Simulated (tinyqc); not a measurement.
Raising the surface concentration at fixed length: sheet resistance of a shallow doped layer with concentration-dependent mobility and limited activation. Computed by tinyqc, a small Python program. Command: `OMP_NUM_THREADS=1 python tinyqc.py 3021672 3021673 out.jsonl irvin walk`. One thread of a shared host (Intel(R) Xeon(R) Processor @ 2.30GHz), about 0.01 s of CPU time with the checks.

A layer of one dopant lies in a background of the opposite type. Current flows parallel to the surface down to the junction; depletion is ignored.

Inputs (values chosen for the exercise, modelled on phosphorus in silicon):

| quantity | value | unit |
|---|---|---|
| surface concentration C_s | 2.1e+19 | 1/cm^3 |
| length l | 63 | nm |
| background C_B | 7e+17 | 1/cm^3 |
| mobility floor mu_min | 67.1 | cm^2/(V s) |
| mobility mu_max | 1450 | cm^2/(V s) |
| reference density N_r | 9.9e+16 | 1/cm^3 |
| exponent alpha | 0.695 | - |
| prefactor of the active limit | 1e+22 | 1/cm^3 |
| energy of the active limit | 0.33 | eV |
| anneal temperature T | 1100 | C |

Profile: Gaussian.

Constants: k_B = 8.617333262e-05 eV/K; e = 1.602176634e-19 C.

Method:
- C(x) = C_s exp(-x^2/(2 l^2)).
- Temperatures in kelvin are T(C) + 273.15.
- Active limit C_a = prefactor x exp(-energy/(k_B T)); the junction lies where C = C_B, and the profile exceeds C_a down to x_a (zero if C_s is below C_a). Slope at the junction in nm per decade = ln(10) C/|dC/dx|.
- Active density N = min(C, C_a); carriers n = N - C_B; mobility mu = mu_min + (mu_max - mu_min)/(1 + ((N + C_B)/N_r)^alpha).
- Integrals from 0 to x_j, where C = C_B (Gauss-Legendre, 60 points on each smooth piece; 1 nm = 1e-7 cm): dose int C dx, carriers int n dx, mean mobility int n mu dx/int n dx, R_s = 1/(e int n mu dx).
- The last column drops the active limit.

active limit C_a = 6.14927e+20 1/cm^3

Layers:

| C_s (1/cm^3) | x_j (nm) | dose (1/cm^2) | mean mu (cm^2/(V s)) | R_s (ohm/square) | R_s if all active |
|---|---|---|---|---|---|
| 1.00e+19 | 145.29 | 7.7293e+13 | 133.22 | 698.00 | 698.00 |
| 3.00e+19 | 172.71 | 2.3543e+14 | 102.94 | 271.49 | 271.49 |
| 1.00e+20 | 198.46 | 7.8830e+14 | 84.32 | 95.59 | 95.59 |
| 2.00e+20 | 211.87 | 1.5780e+15 | 78.17 | 51.08 | 51.08 |
| 5.00e+20 | 228.39 | 3.9468e+15 | 73.19 | 21.69 | 21.69 |
| 1.00e+21 | 240.14 | 7.8948e+15 | 71.66 | 13.69 | 11.17 |
| 2.00e+21 | 251.33 | 1.5791e+16 | 71.25 | 11.09 | 5.69 |

R_s falls as C_s^-0.86 between the first rows and as C_s^-0.30 between the last. Below C_a = 6.1e20 the exponent is set by the mobility, which drops from 133 towards mu_min, and by compensation. Above C_a extra dose only widens the clipped region: in the last row R_s is 1.95 times the fully active value. Caution: in rows with more than about 2e20 active atoms per cm^3 measured mobilities fall further than this form.
